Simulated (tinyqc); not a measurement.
BCS gap equation with a constant attraction inside the Debye window: one step, computed by the program tinyqc. Command: `OMP_NUM_THREADS=1 python tinyqc.py 3005251 3005252 out.jsonl bcs walk`. One thread of a shared host (Intel(R) Xeon(R) Processor @ 2.30GHz), about 0.01 s of CPU time with the checks.

Pairs attract with strength V for |xi| < k_B Theta; N(0) is the density of states for one spin. Energies are given as temperatures (E/k_B, in K) unless marked.

Task: Gap at zero temperature. At T = 0 the gap equation 1/(N(0)V) = int_0^Theta d xi/sqrt(xi^2 + Delta^2) has the integral arcsinh(Theta/Delta), so Delta_0 = Theta/sinh(1/(N(0)V)); weak coupling gives 2 Theta exp(-1/(N(0)V)).

Inputs (values chosen for the exercise, modelled on titanium nitride): coupling N(0)V = 0.213; Debye temperature Theta = 546 K.

Solver: secant.

Constants: k_B = 8.617333262e-05 eV/K.

Give: Delta_0; weak-coupling Delta_0; Delta_0 in meV.

Result:

Delta_0 = 9.984 K

weak-coupling Delta_0 = 9.983 K

Delta_0 in meV = 0.8604 meV
